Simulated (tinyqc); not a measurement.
From susceptibility chi back to temperature T: Landau-Devonshire theory of a uniaxial ferroelectric. Computed by tinyqc, a small Python program. Command: `OMP_NUM_THREADS=1 python tinyqc.py 3005381 3005382 out.jsonl ferro inv`. One thread of a shared host (Intel(R) Xeon(R) Processor @ 2.30GHz), about 0.02 s of CPU time with the checks.

G(P) = (alpha/2) P^2 + (beta*/4) P^4 + (gamma/6) P^6 - E P per volume, SI units, one domain, P along the polar axis, which is normal to the film.

Inputs (values chosen for the exercise, modelled on lead titanate):
```
quantity                        value         unit
alpha_0                        747000  J m/(C^2 K)
Curie-Weiss temperature T0        752            K
beta                        -2.97e+08    J m^5/C^4
gamma                        1.61e+09    J m^9/C^6
misfit strain u_m               -0.02            -
electrostriction Q12           -0.026      m^4/C^2
compliance s11 + s12          5.5e-12        m^2/N
```

Sample: epitaxial film.

Constants: eps_0 = 8.8541878128e-12 F/m.

Method:
- alpha = alpha_0 (T - T0*), with clamping: T0* = T0 + 4 Q12 u_m/(alpha_0 (s11 + s12)), beta* = beta + 4 Q12^2/(s11 + s12).
- Ps^2 = [-beta* + sqrt(beta*^2 - 4 alpha gamma)]/(2 gamma).
- chi = 1/(eps_0 G''), G'' = alpha + 3 beta* P^2 + 5 gamma P^4 at Ps. Ps, chi and the coercive field are for perfect screening, without a depolarising field. The intrinsic coercive field is |alpha P + beta* P^3 + gamma P^5| at the P_c where G'' = 0. 1 C/m^2 = 100 microcoulomb/cm^2.

Task: A run gave the result below. Find the temperature T, known to lie between 430 and 710 K.

susceptibility chi = 53.16376

Result:

Each step takes the trial c = (a f_b - b f_a)/(f_b - f_a), f being the result less the target and a, b, c the logarithms of the listed values; c replaces end b, the old b replaces a if the sign of f changed, and otherwise f_a is halved.

Scan of the range:
```
temperature T (K)  susceptibility chi
430                           50.0640
467                           52.5111
508                           55.5141
553                           59.2259
601                           63.7654
653                           69.5259
710                           77.1447
```

False position (Illinois rule, in the logarithm of the input) inside the bracket:
```
step    end a    end b    trial  susceptibility chi
1     467.000  508.000  475.620             53.1155
2     508.000  475.620  476.251             53.1603
3     508.000  476.251  476.342             53.1667
4     476.251  476.342  476.300             53.1638
5     476.342  476.300  476.300             53.1638
```

Susceptibility chi rises at every point of a 13-point scan of the range (every second point is shown), so one value fits; it is bracketed by 467 and 508. Answer: temperature T = 476.3 K.

Caution: the strain shifts T0 by more than 500 K here, which is beyond the range where constant coefficients hold. Caution: far below T0* the expansion with linear alpha(T) is only a fit.
